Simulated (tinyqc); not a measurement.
From results back to parameters: band gaps under pressure and temperature from deformation potentials. Three cases, with inputs chosen for the exercise.

Problem. A gap falls from its value at 0 K by aV T^2/(T + bV). The falls at two temperatures are given.

Case 1.

Values chosen (out of a larger set: near those of Si, the X and L potentials typical of such crystals; not measured data): T12 = (150, 400) K (two temperatures).

falls at the two temperatures (meV): 32.988722  120.930233

Case 2.

Values chosen (out of a larger set: near those of Si, the X and L potentials typical of such crystals; not measured data): T12 = (77, 100) K (two temperatures).

falls at the two temperatures (meV): 11.011000  16.681416

Case 3.

Values chosen (out of a larger set: near those of GaAs, the X and L potentials typical of such crystals; not measured data): T12 = (300, 500) K (two temperatures).

falls at the two temperatures (meV): 94.573171  186.777457

Find: T^2/fall; aV; bV.

Solution. T^2/fall = (T + bV)/aV is a straight line in T with slope 1/aV and intercept bV/aV.

Case 1.

T^2/fall (K^2/meV): 682.1  1323.1

aV = 0.390 meV/K
bV = 116 K

Case 2.

T^2/fall (K^2/meV): 538.5  599.5

aV = 0.377 meV/K
bV = 126 K

Case 3.

T^2/fall (K^2/meV): 951.6  1338.5

aV = 0.517 meV/K
bV = 192 K

Computed by tinyqc, one run a case: `OMP_NUM_THREADS=1 python tinyqc.py N N+1 out.jsonl` with N = 1080602, 1080616, 1080660; one thread of a shared Intel(R) Xeon(R) Processor @ 2.30GHz, about 0.01 s a run at most.
